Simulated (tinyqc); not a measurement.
# Random telegraph noise from one oxide trap in a small MOSFET: time constants and noise against gate voltage

An acceptor-like trap exchanges electrons with the channel. Inversion charge Q = Cox u, u = n Vt W0(exp((Vg - VT)/(n Vt))), W0 the Lambert function, n = nf, Cox = eps0 eox/tox; linear regime Id = (W/L) mu Q Vd. Relative to threshold the surface potential rises by Vt ln(u/u0) and the oxide voltage by the rest of Vg - VT, with u0 = n Vt W0(1).

N = Cox u/q; dpsi = Vt ln(u/u0); E = E0 - dpsi - (xt/tox)(Vg - VT - dpsi); capture time tc = 1/[(N/zi) vth s0 exp(-xt/lt - EB/Vt)]; emission time te = tc exp(-E/Vt); occupancy te/(tc + te). A = W L; threshold step dV = q (1 - xt/tox)/(Cox A); gm/Id = 1/(u + n Vt); relative step dI/I = (gm/Id) dV + asc mu/A. fc = (1/tc + 1/te)/(2 pi); rms = (dI/I) sqrt(tc te)/(tc + te).

Inputs (values chosen for the exercise); values of the order met in silicon transistors: temperature T = 350 K; relative permittivity of the gate insulator (close to silicon dioxide) eox = 3.9; insulator thickness tox = 1.5 nm; depth of the trap from the channel interface xt = 0.21 nm; trap level above the channel Fermi level at threshold E0 = 0.19 eV; capture prefactor s0 = 7e-17 cm^2; capture barrier (lattice relaxation) EB = 0.49 eV; tunnelling decay length lt = 0.1 nm; thermal velocity vth = 1.3e7 cm/s; thickness of the inversion layer zi = 2.7 nm; threshold voltage VT = 0.41 V; body factor nf = 1.14; gate width W = 180 nm; gate length L = 59 nm; mobility mu = 210 cm^2/(V s); scattering coefficient of the charged trap asc = 0 V s; drain voltage Vd = 0.02 V.

Constants: q = 1.602176634e-19 C, kB = 1.380649e-23 J/K, Vt = kB T/q, eps0 = 8.8541878128e-14 F/cm where lengths are in cm. Results are converted to the units shown.

Time constants and noise against gate voltage:

| Vg (V) | E (eV) | tc (s) | te (s) | occupancy | dI/I (%) | fc (Hz) | rms dI/I (%) |
|---|---|---|---|---|---|---|---|
| 0.89 | 0.04470 | 0.004841 | 0.001100 | 0.1851 | 0.1310 | 177.6 | 0.05086 |
| 0.95 | 0.03290 | 0.004246 | 0.001426 | 0.2515 | 0.1160 | 149.1 | 0.05033 |
| 1.01 | 0.02147 | 0.003778 | 0.001854 | 0.3292 | 0.1040 | 128.0 | 0.04888 |
| 1.07 | 0.01034 | 0.003400 | 0.002413 | 0.4152 | 0.09421 | 112.8 | 0.04642 |
| 1.13 | -5.499e-4 | 0.003089 | 0.003146 | 0.5046 | 0.08606 | 102.1 | 0.04303 |
| 1.19 | -0.01123 | 0.002829 | 0.004106 | 0.5920 | 0.07917 | 95.01 | 0.03891 |
| 1.25 | -0.02173 | 0.002609 | 0.005363 | 0.6727 | 0.07328 | 90.68 | 0.03438 |
| 1.31 | -0.03208 | 0.002420 | 0.007011 | 0.7434 | 0.06819 | 88.47 | 0.02978 |
| 1.37 | -0.04230 | 0.002256 | 0.009172 | 0.8026 | 0.06375 | 87.90 | 0.02537 |

What does the table show?

tc falls from 0.00484 to 0.00226 s as the channel fills and te rises from 0.00110 to 0.00917 s; they are equal at Vg = 1.13 V, where E = 0. The rms noise falls from 0.0509 to 0.0254 %. The slope -Vt d ln(tc/te)/dVg is 0.197 between the first two rows and 0.170 between the last two; it tends to xt/tox = 0.140 only when the surface potential stops moving.

Range of the model: VT is taken as given; short-channel effects and the uneven flow of current among few electrons are left out.

Numbers from tinyqc (`OMP_NUM_THREADS=1 python tinyqc.py 2710080 2710081 out.jsonl`; about 0.01 s on one thread of a shared Intel Xeon 2.30GHz).
